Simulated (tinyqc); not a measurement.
Power law or saturation: oxide trap near a transistor channel: two-state multiphonon kinetics, telegraph noise and bias instability. Computed by tinyqc, a small Python program. Command: `OMP_NUM_THREADS=1 python tinyqc.py 3011513 3011514 out.jsonl oxidetrap walk`. One thread of a shared host (Intel(R) Xeon(R) Processor @ 2.30GHz), about 0.01 s of CPU time with the checks.

An n-channel device under positive gate bias. The trap is empty (state 1) or holds an electron (state 2); both states are parabolas of equal curvature, and the electron reservoir is taken at the Fermi level of the channel.

Inputs (values chosen for the exercise, with an insulator like SiO2 on silicon):
```
quantity                           value  unit
attempt rate k_0 at the interface  1e+11   1/s
temperature T                        450     K
mean capture barrier mu_c              1    eV
spread of the barriers s_c           0.3    eV
saturation shift dV_max               58    mV
```

Parts treated: one trap and an ensemble.

Constants: k_B = 8.617333262e-05 eV/K.

Method. For a normal spread of capture barriers (given for the stress field, with depth and field not resolved, k_0 being taken as the effective rate of the ensemble), traps with barrier below k_B T ln(k_0 t) are filled: dV(t) = (dV_max/2) erfc((mu_c - k_B T ln(k_0 t))/(sqrt(2) s_c)); local exponent n = d ln dV/d ln t (central difference, factor 1.01 in t). The extrapolation continues the power law fitted through 10 s and 1000 s.

Against stress time:
```
t (s)     shift (mV)  local exponent  power law (mV)  shift at T + 50 K (mV)
1.00e-03       9.888         0.19222           19.12                  14.257
1.00e-01      20.911         0.13420           25.67                  28.391
1.00e+01      34.461         0.08436           34.46                  42.764
1.00e+03      46.268         0.04567           46.27                  52.351
1.00e+05      53.561         0.02012           62.12                  56.543
1.00e+07      56.754         0.00680           83.40                  57.744
3.00e+08      57.601         0.00250          103.68                  57.945
```

What does the comparison show, and why?

The exponent falls from 0.192 to 0.002 as the front climbs the distribution, so the power law overstates the shift at 3e8 s (about ten years) by a factor 1.80. Heating by 50 K raises the shift at 1000 s by a factor 1.13: time and temperature enter only through T ln(k_0 t).
